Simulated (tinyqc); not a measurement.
# From rate at the outlet over rate at the inlet back to gas velocity U

Model: chemical vapour deposition: Grove model, boundary layer, depletion and step coverage. Computed by tinyqc, a small Python program. Command: `OMP_NUM_THREADS=1 python tinyqc.py 3013452 3013453 out.jsonl cvd inv`. One thread of a shared host (Intel(R) Xeon(R) Processor @ 2.30GHz), about 0.01 s of CPU time with the checks.

A precursor diffuses to the surface and reacts there at first order; each molecule that reacts adds one formula unit of film.

Inputs (values chosen for the exercise, close to those used for tungsten from its fluoride):
```
quantity                                            value                unit
prefactor k0 of k_s                                 28000                cm/s
activation energy E                                 0.782                  eV
temperature T                                         410                   C
total pressure p                                      760                torr
mole fraction of the precursor Y                    0.017                   -
gas diffusivity D0 at 273.15 K and 760 torr           0.6              cm^2/s
film density N                                    6.3e+22  formula units/cm^3
precursor mass M                                      298                   u
kinematic viscosity nu0 at 273.15 K and 760 torr     0.61              cm^2/s
susceptor length L                                     57                  cm
channel height b                                      3.7                  cm
```

Reactor: horizontal, atmospheric.

Constants: k_B = 1.380649e-23 J/K; u = 1.6605390666e-27 kg; k_B = 8.617333262e-05 eV/K.

Method:
- k_s = k0 exp(-E/(k_B T)); C_g = Y p/(k_B T), 1 torr = 133.322 Pa; D = D0 (T/273.15)^1.75 (760/p).
- Temperatures in kelvin are T(C) + 273.15.
- Mean speed c = sqrt(8 k_B T/(pi M)); reactive sticking probability beta = 4 k_s/c.
- nu = nu0 (T/273.15)^1.75 (760/p); Re = U L/nu; mean boundary layer delta = (2/3) L/sqrt(Re), at most b/2; h_g = D/delta.
- Fluxes in series: C_s = C_g/(1 + k_s/h_g); growth rate G = k_s h_g/(k_s + h_g) C_g/N; 1 cm/s = 6e8 nm/min.
- Plug flow: U b dC/dx = -k_eff C with k_eff = k_s h_g/(k_s + h_g), so C falls as exp(-k_eff x/(U b)); the used share of the precursor is 1 - C(L)/C(0).

Task: A run gave the result below. Find the gas velocity U, known to lie between 34 and 50 cm/s.

rate at the outlet over rate at the inlet = 0.9831642

Result:

Each step takes the trial c = (a f_b - b f_a)/(f_b - f_a), f being the result less the target and a, b, c the logarithms of the listed values; c replaces end b, the old b replaces a if the sign of f changed, and otherwise f_a is halved.

Scan of the range:
```
gas velocity U (cm/s)  rate at the outlet over rate at the inlet
34.0                                                    0.979133
36.3                                                    0.980428
38.7                                                    0.981617
41.2                                                    0.982711
44.0                                                    0.983791
46.9                                                    0.984776
50.0                                                    0.985704
```

False position (Illinois rule, in the logarithm of the input) inside the bracket:
```
step    end a    end b    trial  rate at the outlet over rate at the inlet
1     41.2000  44.0000  42.3515                                   0.983173
2     41.2000  42.3515  42.3099                                   0.983156
3     42.3515  42.3099  42.3300                                   0.983164
4     42.3099  42.3300  42.3300                                   0.983164
```

Rate at the outlet over rate at the inlet rises at every point of a 13-point scan of the range (every second point is shown), so one value fits; it is bracketed by 41.2 and 44.0. Answer: gas velocity U = 42.33 cm/s.
